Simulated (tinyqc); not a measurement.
Inputs raised by 5 %, one at a time: BCS gap equation with a constant attraction inside the Debye window. Computed by tinyqc, a small Python program. Command: `OMP_NUM_THREADS=1 python tinyqc.py 3018842 3018843 out.jsonl bcs sens`. One thread of a shared host (Intel(R) Xeon(R) Processor @ 2.30GHz), about 0.01 s of CPU time with the checks.

Pairs attract with strength V for |xi| < k_B Theta; N(0) is the density of states for one spin. Energies are given as temperatures (E/k_B, in K) unless marked.

Inputs (values chosen for the exercise, modelled on aluminium):
```
quantity                 value      unit
coupling N(0)V           0.167         -
Debye temperature Theta    420         K
temperature T            0.495         K
Fermi velocity v_F       2e+06       m/s
electron density n        18.4  1e28/m^3
mean free path l           4.9        nm
junction resistance R_n   0.48  kilo-ohm
```

Solver: secant.

Constants: k_B = 8.617333262e-05 eV/K; hbar = 1.054571817e-34 J s; k_B = 1.380649e-23 J/K; m_0 = 9.1093837015e-31 kg; eps_0 = 8.8541878128e-12 F/m; c = 299792458 m/s; e = 1.602176634e-19 C; h = 6.62607015e-34 J s.

Method:
- At T = 0 the gap equation 1/(N(0)V) = int_0^Theta d xi/sqrt(xi^2 + Delta^2) has the integral arcsinh(Theta/Delta), so Delta_0 = Theta/sinh(1/(N(0)V)); weak coupling gives 2 Theta exp(-1/(N(0)V)).
- Gap equation: 1/(N(0)V) = I(Delta, T) = int_0^Theta tanh(E/2T)/E d xi, E = sqrt(xi^2 + Delta^2); 64 Gauss-Legendre points in y with xi = max(Delta, T) sinh(y).
- T_c solves I(0, T_c) = 1/(N(0)V); the weak-coupling form is T_c = (2 e^C/pi) Theta exp(-1/(N(0)V)) with Euler's C = 0.5772157, and 2 Delta_0/T_c then tends to 2 pi e^-C = 3.528.
- Residual r = N(0)V I - 1, with Delta_0 = Theta/sinh(1/(N(0)V)). Secant steps in Delta^2, from Delta_0 and 0.9 Delta_0, with Delta^2 kept at or above 1e-6 K^2. Stop when |r| < 1e-9 or after 40 steps.
- xi_0 = hbar v_F/(pi Delta_0); lambda_L = sqrt(m_0 eps_0 c^2/(n e^2)); N(0) = 3 n/(2 m_0 v_F^2) for one spin; condensation energy N(0) Delta_0^2/2 = B_c^2/(2 mu_0), mu_0 = 1/(eps_0 c^2); with scattering lambda = lambda_L sqrt(1 + xi_0/l) in the local limit (where xi_0 and l both exceed lambda, nonlocal response makes the true depth larger); Ginzburg-Landau kappa = 0.96 lambda_L/xi_0 + 0.72 lambda_L/l. Free-electron mass throughout; heavier carriers, as in niobium or vanadium, give a larger lambda_L and kappa and can make the metal type II.
- Ambegaokar-Baratoff: I_c R_n = (pi Delta/(2e)) tanh(Delta/2T); Josephson energy E_J = hbar I_c/(2e), given as E_J/h; inductance hbar/(2 e I_c); thermal quasiparticle fraction x = n_qp/(2 N(0) Delta) = sqrt(2 pi T/Delta) exp(-Delta/T), valid for T well below Delta.

Runs:
```
input moved                            from       to  T_c (K)  Delta(T) (K)  coherence length xi_0 (nm)  critical current I_c (nA)
base run                                  -        -    1.195         2.070                        2308                      566.1
coupling N(0)V                        0.167  0.17535    1.589         2.792                        1735                      781.9
Debye temperature Theta (K)             420      441    1.254         2.182                        2198                      600.4
temperature T (K)                     0.495  0.51975    1.195         2.059                        2308                      559.1
Fermi velocity v_F (m/s)            2000000  2100000    1.195         2.070                        2423                      566.1
electron density n (1e28/m^3)          18.4    19.32    1.195         2.070                        2308                      566.1
mean free path l (nm)                   4.9    5.145    1.195         2.070                        2308                      566.1
junction resistance R_n (kilo-ohm)     0.48    0.504    1.195         2.070                        2308                      539.1
```

Exponents ln(y'/y) / ln(x'/x):
```
input                      T_c  Delta(T)  coherence length xi_0  critical current I_c
coupling N(0)V           5.844     6.139                 -5.844                 6.620
Debye temperature Theta  1.000     1.082                 -1.000                 1.209
temperature T            0.000    -0.101                  0.000                -0.254
Fermi velocity v_F       0.000     0.000                  1.000                 0.000
electron density n       0.000     0.000                  0.000                 0.000
mean free path l         0.000     0.000                  0.000                 0.000
junction resistance R_n  0.000     0.000                  0.000                -1.000
```

To which inputs is each result most sensitive?

Among the inputs moved here: T_c answers most in size to coupling N(0)V (exponent +5.844), next to Debye temperature Theta (+1.000); its exponent is below 0.0005 for temperature T, Fermi velocity v_F, electron density n, mean free path l, junction resistance R_n. Its exponent +1.000 in Debye temperature Theta: T_c scales with the phonon energy, the root of the isotope effect. Delta(T) answers most in size to coupling N(0)V (exponent +6.139), next to Debye temperature Theta (+1.082); its exponent is below 0.0005 for Fermi velocity v_F, electron density n, mean free path l, junction resistance R_n. Coherence length xi_0 answers most in size to coupling N(0)V (exponent -5.844), next to Debye temperature Theta (-1.000); its exponent is below 0.0005 for temperature T, electron density n, mean free path l, junction resistance R_n. Its exponent +1.000 in Fermi velocity v_F: xi_0 = hbar v_F/(pi Delta_0). Critical current I_c answers most in size to coupling N(0)V (exponent +6.620), next to Debye temperature Theta (+1.209); its exponent is below 0.0005 for Fermi velocity v_F, electron density n, mean free path l. Its exponent -1.000 in junction resistance R_n: I_c R_n is fixed by the gap.
